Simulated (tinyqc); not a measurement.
# From peak temperature T_m back to trap depth E_t below the band

Model: admittance spectroscopy and thermally stimulated current of one trap level in a depletion layer. Computed by tinyqc, a small Python program. Command: `OMP_NUM_THREADS=1 python tinyqc.py 3110391 3110392 out.jsonl admit inv`. One thread of a shared host (Intel(R) Xeon(R) Processor @ 2.30GHz), about 0.02 s of CPU time with the checks.

A Schottky junction on n-type material holds one donor-like electron trap; shallow donors are fully ionised and abrupt depletion edges are assumed.

Inputs (values chosen for the exercise, modelled on n-type germanium): density-of-states mass m = 0.551 m_0; capture cross section sigma = 1.2e-15 cm^2; heating rate beta = 0.91 K/s.

Constants: k_B = 1.380649e-23 J/K; m_0 = 9.1093837015e-31 kg; h = 6.62607015e-34 J s; k_B = 8.617333262e-05 eV/K.

Method:
- N_c = 2 (2 pi m k_B T/h^2)^(3/2), v_th = sqrt(3 k_B T/m), emission rate e_n = sigma v_th N_c exp(-E_t/(k_B T)).
- Thermally stimulated current without retrapping: filled share n(T) = exp(-(1/beta) int e_n dT), current proportional to e_n n; the peak obeys beta (E_t/(k_B T^2) + 2/T) = e_n(T). The integral starts at 0.5 T_m and uses 4000 trapezoid steps to 1.2 T_m.
- Chen's first-order estimate from the full width W = T_2 - T_1 between the half-height points: E = 2.52 k_B T_m^2/W - 2 k_B T_m.

Task: A run gave the result below. Find the trap depth E_t below the band, known to lie between 0.11 and 0.28 eV.

peak temperature T_m = 76.60702 K

Result:

Each step takes the trial c = (a f_b - b f_a)/(f_b - f_a), f being the result less the target and a, b, c the logarithms of the listed values; c replaces end b, the old b replaces a if the sign of f changed, and otherwise f_a is halved.

Scan of the range:
```
trap depth E_t below the band (eV)  peak temperature T_m (K)
0.110                                                 54.473
0.129                                                 62.783
0.150                                                 71.832
0.175                                                 82.448
0.205                                                 95.001
0.240                                                109.432
0.280                                                125.690
```

False position (Illinois rule, in the logarithm of the input) inside the bracket:
```
step     end a     end b     trial  peak temperature T_m (K)
1     0.150000  0.175000  0.160770                   76.4243
2     0.175000  0.160770  0.161184                   76.6003
3     0.175000  0.161184  0.161215                   76.6132
4     0.161184  0.161215  0.161200                   76.6070
5     0.161215  0.161200  0.161200                   76.6070
```

Peak temperature T_m rises at every point of a 13-point scan of the range (every second point is shown), so one value fits; it is bracketed by 0.150 and 0.175. Answer: trap depth E_t below the band = 0.1612 eV.
